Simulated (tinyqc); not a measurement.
From results to parameters: two-site tight-binding chain. Computed by the program tinyqc.

Problem. A two-site chain has site energies +delta (A) and -delta (B) and hoppings t1 > t2 > 0, so E = +/- sqrt(delta^2 + |t1 + t2 exp(-ika)|^2). Find delta, t1 and t2.

upper band at k = 0 = 4.361766 eV
upper band at the zone edge = 0.830060 eV
weight of the upper band on site A at the zone edge = 0.903585

Solution. The weight on A is (1 + delta/E)/2, which gives delta; then t1 + t2 = sqrt(E(0)^2 - delta^2) and t1 - t2 = sqrt(E(edge)^2 - delta^2).

delta, t1, t2 (eV): 0.6700  2.4000  1.9100
